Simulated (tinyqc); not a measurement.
Single-photon avalanche diode, trigger probability and counting: one step of the calculation.

A multiplication layer of width W with the uniform field V/W; alpha = an exp(-bn/E) for electrons, beta = ap exp(-bp/E) for holes (local model, no dead space). a = alpha W, b = beta W. Electrons enter at x = 0, holes at x = W. P0 is the probability that an electron entering at 0 starts a lasting avalanche, PW the same for a hole entering at W.

Problem. Trigger probability by substitution. PW = P0 exp(b - a)/(1 - P0 + P0 exp(b - a)); P0(new) = 1 - (1 - PW)^(a/b).

P0 at the start = 0.5
a = 1.3454983
b = 3.4269299

Give: PW; P0 after iteration 1.

Solution.

PW = 0.8891
P0 after iteration 1 = 0.5783

Program tinyqc, `OMP_NUM_THREADS=1 python tinyqc.py 2630070 2630071 out.jsonl`; Intel Xeon 2.30GHz, shared host, one thread, about 0.01 s.
